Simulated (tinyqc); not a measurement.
Inside a calculation. Model: AlGaN/GaN HEMT with access regions, lumped model.

tinyqc, about 0.01 s, one thread, Intel Xeon 2.30GHz (shared host): `OMP_NUM_THREADS=1 python tinyqc.py 2570141 2570142 out.jsonl` Printed values are rounded.

A polarisation-induced electron sheet under a Schottky gate, in series with two ungated access regions and contacts. Drift law v = mu E/(1 + mu E/vs) under the gate. Currents in mA/mm, resistances in ohm mm. No self-heating, no channel-length modulation; fits for polarisation, barrier and offset are chosen for the exercise.

Values chosen for this exercise; values close to those of AlGaN/GaN structures:
- x = 0.22 (aluminium share of the barrier)
- d = 15 nm (barrier thickness)
- eps_r = 9.2 (relative permittivity of barrier and channel)
- mu = 1300 cm^2/(V s) (channel mobility)
- vs = 1.5e7 cm/s (saturation velocity)
- Lg = 1.5 um (gate length)
- Ls = 1 um (source access length)
- Ld = 16 um (drain access length)
- Rc = 0.16 ohm mm (resistance of each contact)
- ft = 0 (share of the drain-access electrons removed by traps)
- Vg = 0 V (gate voltage)
- Vd = 0.5 V (drain voltage)
- Ec = 2.9 MV/cm (critical field)
- te = 0.36 um (depth over which the depleted charge spreads)
- tf = 500 nm (insulator under the field plate)
- ei = 7.5 (relative permittivity of that insulator)

Constants: q = 1.602176634e-19 C, eps0 = 8.8541878128e-14 F/cm where lengths are in cm. Results are converted to the units shown.

## Polarisation charge, threshold and sheet resistance

sigma = (5e13 x + 1.6e13 x^2) cm^-2, phiB = 0.84 + 1.3 x, dEc = 0.7 (1.71 x + x^2) in volts, Cb = eps0 eps_r/d, VT = phiB - dEc - q sigma/Cb, access density n0 = -Cb VT/q. Rsh = 1/(q mu n0); largest access current q n0 vs.

sigma = 1.17744e13 cm^-2
Cb = 0.543057 uF/cm^2
VT = -2.64501 V
n0 = 8.96525e12 cm^-2
Rsh = 535.530 ohm
q n0 vs = 2154.59 mA/mm

## Iteration 1: drain current

I at the start = 39 mA/mm

Access resistance R(L, n) = L/(q mu n sqrt(1 - (I/(q n vs))^2)); Rs = Rc + R(Ls, n0), Rd = Rc + R(Ld, (1 - ft) n0). Vg' = Vg - I Rs, Vd' = Vd - I (Rs + Rd); with u = Vg' - VT, Vc = vs Lg/mu and w the smaller of Vd' and Vc [sqrt(1 + 2 u/Vc) - 1] (0 if negative), the channel gives (mu Cb/Lg)(u w - w^2/2)/(1 + w/Vc). I(new) = I + 0.1 (channel current - I).

Rs = 0.695618 ohm mm
Rd = 8.72988 ohm mm
Vg' = -0.0271291 V
Vd' = 0.132406 V
channel current = 147.712 mA/mm
I after iteration 1 = 49.8712 mA/mm

## Iteration 2: drain current

As before.

Rs = 0.695673 ohm mm
Rd = 8.73077 ohm mm
Vg' = -0.0346941 V
Vd' = 0.0298919 V
channel current = 35.8934 mA/mm
I after iteration 2 = 48.4734 mA/mm

## Course of the iteration: drain current

Stop when I changes by less than 1e-6 mA/mm, or after 60 iterations. I must stay below q (1 - ft) n0 vs.

Course of the iteration:
```
iteration  I (mA/mm)  |change| (mA/mm)
1            49.8712              10.9
2            48.4734              1.40
3            48.7488             0.275
4            48.6969            0.0519
5            48.7068           9.87e-3
6            48.7049           1.87e-3
7            48.7052           3.56e-4
8            48.7052           6.76e-5
9            48.7052           1.28e-5
10           48.7052           2.44e-6
11           48.7052           4.63e-7
```

Converged in 11 iterations. At the end each change is about 0.19 times the one before, with alternating sign: linear convergence. Of Vd, 8.18 % reaches the channel; the access current is 2.3 % of its limit.

## On-resistance and breakdown

sigma = (5e13 x + 1.6e13 x^2) cm^-2, phiB = 0.84 + 1.3 x, dEc = 0.7 (1.71 x + x^2) in volts, Cb = eps0 eps_r/d, VT = phiB - dEc - q sigma/Cb, access density n0 = -Cb VT/q. Ron = 2 Rc + Ls/(q mu n0) + Ld/(q mu (1 - ft) n0) + Lg/(mu Cb (Vg - VT)). Off state: a depleted stretch that holds the voltage V has the peak field sqrt(k V), k = 2 q n0/(eps0 eps_r te), so one edge holds V1 = Ec^2/k. The sheet under the plate pinches off at Vf = q n0 (1/Cb + tf/(eps0 ei)); beyond it the gate edge is screened. BV = V1 if Vf >= V1, else Vf + V1, and at most Ec Ld. Specific resistance Ron (Ls + Lg + Ld); figure of merit BV^2 over it.

Ron = 10.2273 ohm mm
Vf = 110.797 V
V1 = 85.8484 V
BV = 85.8484 V
specific resistance = 1.89205 mohm cm^2
figure of merit = 3.89521 MW/cm^2

The plate pinches off too late to screen the gate edge, so it adds nothing.
